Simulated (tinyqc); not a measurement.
Bond unit of a tetrahedral oxide and its oxygen vacancy in tight binding: sweeps and comparisons. A value that a table varies takes the place of the one given here.

Two sp3 hybrids h1, h2 at eh = (es + 3 ep)/4 point at one oxygen with orbitals s, px, py, pz; x joins the two cations, z bisects the angle phi, and th = (180 - phi)/2. With u = hbar^2/(m d^2) = 2c/d^2, c = hbar^2/2m0: Vhs = -(1.32 + sqrt3 x 1.42) u/2 and Vhp = (1.42 + sqrt3 x 2.22) u/2. <h|s> = Vhs for both; <h1|px> = Vhp cos(th), <h2|px> = -Vhp cos(th); <h|pz> = Vhp sin(th) for both; py is a lone pair. The unit holds 8 electrons. Coupling between units, which widens the levels into bands, is left out.

Without the oxygen the two hybrids face each other at distance R and couple by -V2, V2 = 3.22 x 2c/R^2, c = hbar^2/2m0: a bond at eh - V2 with two electrons and an antibond at eh + V2. Levels are measured from eop, the lone-pair level that stands for the top of the valence band.

Constants: hbar^2/2m0 = 3.80998211 eV angstrom^2.

Inputs chosen for the exercise (near tabulated values for SiO2; the results hold for these values, not for the real material):
- es = -14.62 eV (s level of the cation)
- ep = -7.46 eV (p level of the cation)
- eos = -34.48 eV (s level of oxygen)
- eop = -16.78 eV (p level of oxygen)
- d = 1.59 angstrom (cation-oxygen distance)
- phi = 165 degrees (bond angle at oxygen)
- R = 2.47 angstrom (cation-cation distance across the vacancy)

## Bond angle at oxygen

phi is varied at fixed d. Levels above eop; cation-cation distance 2 d cos(th); band energy is twice the sum of the four filled levels, relative to phi = 180; excess on O is the number of electrons on oxygen less 6.

Against phi:
```
phi (deg),distance (angstrom),level 2,level 3,level 5,level 6,excess on O,band energy (eV)
110,2.605,-6.168,-2.817,12.871,13.698,0.895,-2.171
120,2.754,-6.657,-2.252,12.263,14.187,0.922,-1.932
130,2.882,-7.080,-1.694,11.667,14.610,0.959,-1.586
140,2.988,-7.432,-1.167,11.108,14.962,1.006,-1.173
150,3.072,-7.709,-0.700,10.616,15.239,1.059,-0.744
160,3.132,-7.910,-0.328,10.225,15.440,1.109,-0.362
170,3.168,-8.031,-0.085,9.971,15.561,1.147,-0.096
180,3.180,-8.071,0.000,9.882,15.601,1.161,0.000
```

What can be read from the table?

Bending moves coupling from px to pz: level 2 rises from -8.07 to -6.17 eV and level 3 falls from 0.00 to -2.82 eV between 180 and 110 degrees. The lowest empty level is lowest at 180 degrees (9.88 eV) and highest at 110 (12.87 eV), so a spread of angles in a glass smears the conduction edge. The band energy is lowest at 110 degrees of those listed (-2.17 eV); the repulsion of the cations, not included, opposes bending.

## The vacancy as the cations move

R is varied; eh = (es + 3 ep)/4. The last two columns are the band energies of the bond with two electrons, -2 V2, and with one, -V2.

Against R (eV):
```
R (angstrom),V2,bond level,antibond level,two electrons,one electron
2.20,5.069,2.461,12.599,-10.139,-5.069
2.35,4.443,3.087,11.973,-8.886,-4.443
2.50,3.926,3.604,11.456,-7.852,-3.926
2.70,3.366,4.164,10.896,-6.731,-3.366
3.00,2.726,4.804,10.256,-5.453,-2.726
3.30,2.253,5.277,9.783,-4.506,-2.253
3.70,1.792,5.738,9.322,-3.585,-1.792
4.20,1.391,6.139,8.921,-2.782,-1.391
```

What can be read from the table?

The bond level rises from 2.46 eV at 2.2 to 6.14 eV at 4.2 angstrom, towards the lone hybrid at 7.53 eV. Taking one electron away halves the pull between the cations (at 2.5 angstrom from 6.28 to 3.14 eV/angstrom), so the positive vacancy relaxes outward and its level moves up: capture and release of a hole take place at different energies.

## What each value does

Spacing from the highest filled to the lowest empty level, excess electrons on oxygen (their number less 6), and the vacancy bond level eh - V2 - eop, V2 = 3.22 x 2c/R^2. Each row changes one parameter from the base and keeps the others.

Results:
```
case,spacing (eV),excess on O,vacancy level (eV)
base,10.0787,1.1302,3.5083
es = -14.12 eV,10.1919,1.1368,3.6333
ep = -6.96 eV,10.4185,1.1499,3.8833
eos = -32.48 eV,10.2408,1.1113,3.5083
eop = -16.28 eV,9.5888,1.1074,3.0083
d = 1.63 angstrom,9.8588,1.1577,3.5083
phi = 157 degrees,10.3295,1.0946,3.5083
R = 2.62 angstrom,10.0787,1.1302,3.9556
```

What does this show?

The largest shifts from the base row, up to three for each result and ties (the steps differ in size, so this ranks the rows, not the parameters). spacing (eV): eop -0.4900, ep +0.3398, phi +0.2508; unchanged at the printed digits by R. excess on O: phi -0.0355, d +0.0275, eop -0.0228; unchanged at the printed digits by R. vacancy level (eV): eop -0.5000, R +0.4473, ep +0.3750; unchanged at the printed digits by eos, d and phi.

Computed by tinyqc, a small Python program: `OMP_NUM_THREADS=1 python tinyqc.py 1450311 1450312 out.jsonl` (the numbers bound the seed that draws the inputs); one thread of a shared host (Intel(R) Xeon(R) Processor @ 2.30GHz), about 0.01 s for the whole set of steps.
